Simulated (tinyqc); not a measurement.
# Changing the tilt of the sample

Model: Rutherford backscattering from a thin compound film on silicon: kinematics, yields, composition and thickness. Computed by tinyqc, a small Python program. Command: `OMP_NUM_THREADS=1 python tinyqc.py 3017643 3017644 out.jsonl rbs sweep`. One thread of a shared host (Intel(R) Xeon(R) Processor @ 2.30GHz), about 0.01 s of CPU time with the checks.

Singly charged helium ions (Z1 = 2, M1 = 4.0026 u) enter at the tilt angle a1 to the normal and leave at a2 = |180 - theta - tilt| in the same plane. The film is A B_x.

Inputs (values chosen for the exercise, modelled on a helium beam on TaN):

| quantity | value | unit |
|---|---|---|
| beam energy E0 | 1.6 | MeV |
| scattering angle theta | 160 | degrees |
| heavy element: Z_A | 73 | - |
| heavy element: mass M_A | 180.9 | u |
| heavy element: stopping eps_A at 2 MeV | 110 | 1e-15 eV cm^2 |
| light element: Z_B | 7 | - |
| light element: mass M_B | 14 | u |
| light element: stopping eps_B at 2 MeV | 32.7 | 1e-15 eV cm^2 |
| atoms of B per atom of A, x | 1.04 | - |
| atomic density of the film | 86.8 | 1/nm^3 |
| film thickness d | 5.6 | nm |
| collected charge | 19 | microcoulomb |
| detector solid angle | 3.9 | msr |
| detector resolution (FWHM) | 17 | keV |

Constants: e^2/(4 pi eps_0) = 14.39964548 eV angstrom; e = 1.602176634e-19 C.

Method:
- Kinematic factor K = [(sqrt(M^2 - M1^2 sin^2 theta) + M1 cos theta)/(M + M1)]^2.
- Surface edges lie at K E0; substrate silicon has M = 28.09 u. Mass resolution at M_A = resolution/(E0 dK/dM).
- Stopping per atom eps(E) = eps(2 MeV) (E/2 MeV)^(-0.4) (a law chosen for the exercise); Bragg rule eps_film = (eps_A + x eps_B)/(1 + x); areal density N d, with 1/nm^2 = 0.1 x 1e15/cm^2.
- Width of the signal of element i: [K_i eps(E0)/cos a1 + eps(K_i E0)/cos a2] N d; depth resolution = resolution x d/width of A; energy lost on the way in = eps(E0) N d/cos a1.
- Rutherford cross section in the laboratory frame: sigma = (Z1 Z e^2/(4 pi eps_0 4E))^2 (4/sin^4 theta) (r + cos theta)^2/r, r = sqrt(1 - (M1 sin theta/M)^2), times the screening factor 1 - 0.049 Z1 Z^(4/3)/E (E in keV); 1 angstrom^2 = 1e8 barn.
- Counts = (charge/e) x solid angle x sigma(E_mean) x areal density of the element/cos a1, E_mean = E0 - half the energy lost on the way in; 1 barn = 1e-24 cm^2. The ratio of areas returns x = (Y_B/Y_A)(sigma_A/sigma_B), with the counting error sqrt(1/Y_A + 1/Y_B).

One run for each value:

| tilt of the sample (degrees) | depth resolution (nm) | counting error of x without background (%) | energy lost on the way in (keV) |
|---|---|---|---|
| 0 | 12.57 | 3.127 | 3.75 |
| 15 | 12.76 | 3.073 | 3.88 |
| 30 | 12.02 | 2.910 | 4.33 |
| 45 | 10.40 | 2.628 | 5.31 |
| 55 | 8.86 | 2.366 | 6.54 |
| 65 | 6.98 | 2.030 | 8.88 |
| 75 | 4.74 | 1.586 | 14.50 |
| 80 | 3.45 | 1.296 | 21.61 |

Give the missing row, tilt of the sample (degrees) = 70.

Computed row; columns: (1) tilt of the sample (degrees); (2) depth resolution (nm); (3) counting error of x without background (%); (4) energy lost on the way in (keV):
```
(1)   (2)    (3)    (4)
70   5.91  1.825  10.97
```

Interpolating between the two neighbouring rows (linearly) misses most in energy lost on the way in (keV), by 6.5 %. Over the rows, depth resolution (nm) goes from 12.6 through a maximum among these rows, 12.8 at 15.0, to 3.45; counting error of x without background (%) falls from 3.13 to 1.30; energy lost on the way in (keV) rises from 3.75 to 21.6. Tilting lengthens the inward path at once but shortens the outward one up to 180 - theta, so only large tilts clearly sharpen the depth scale, until roughness and straggling (left out) take over.

Extremes, crossings and ranges named in words are read from the listed rows.
